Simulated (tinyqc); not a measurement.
Worked calculation: tight binding, honeycomb lattice. One step of it, computed by the program tinyqc.

Problem. Levels at k. Diagonalise the Hermitian matrix.

H(k) at k (eV):
```
                     A                    B
A             0.520000  -2.478134-0.138427i
B  -2.478134+0.138427i            -0.520000
```

Give: eigenvalues; weights |c|^2 of the basis functions.

Solution.

eigenvalues (eV): -2.5359  2.5359

weights |c|^2 of the basis functions:
```
   band 1  band 2
A  0.3975  0.6025
B  0.6025  0.3975
```
